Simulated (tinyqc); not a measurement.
Coupled-perturbed Hartree-Fock on RHF in the sto-3g basis, for H3+, spin multiplicity 1, step by step. One step of it, computed by the program tinyqc.

Problem. Iteration 5 (converged): orbitals. Diagonalise F' = X^T F X, C = X C', fill 1 alpha and 1 beta electrons from the bottom; D = 2 C_occ C_occ^T. Each column has its largest component positive (the first on a tie).

converged F (hartree), lower triangle:
```
           1H 1s      2H 1s      3H 1s
1H 1s  -0.869248
2H 1s  -0.871745  -0.868999
3H 1s  -0.828296  -0.827994  -0.833633
```

X, lower triangle:
```
           1H 1s      2H 1s     3H 1s
1H 1s   1.245228
2H 1s  -0.308164   1.245000
3H 1s  -0.256136  -0.255756  1.211860
```

Give: F' = X^T F X; orbital energies; coefficients C; D after iteration 5.

Solution.

F' = X^T F X (hartree), lower triangle:
```
         1        2        3
1  -0.4184
2  -0.4247  -0.4184
3  -0.3730  -0.3726  -0.4249
```

orbital energies (hartree): MO1 -1.2011, MO2 -0.0669, MO3 0.0063

coefficients C:
```
          MO1      MO2      MO3
1H 1s  0.4044  -0.5807   1.1002
2H 1s  0.4042  -0.5872  -1.0965
3H 1s  0.3814   1.2059  -0.0041
```

D after iteration 5, lower triangle:
```
        1H 1s   2H 1s   3H 1s
1H 1s  0.3270
2H 1s  0.3269  0.3267
3H 1s  0.3085  0.3083  0.2910
```
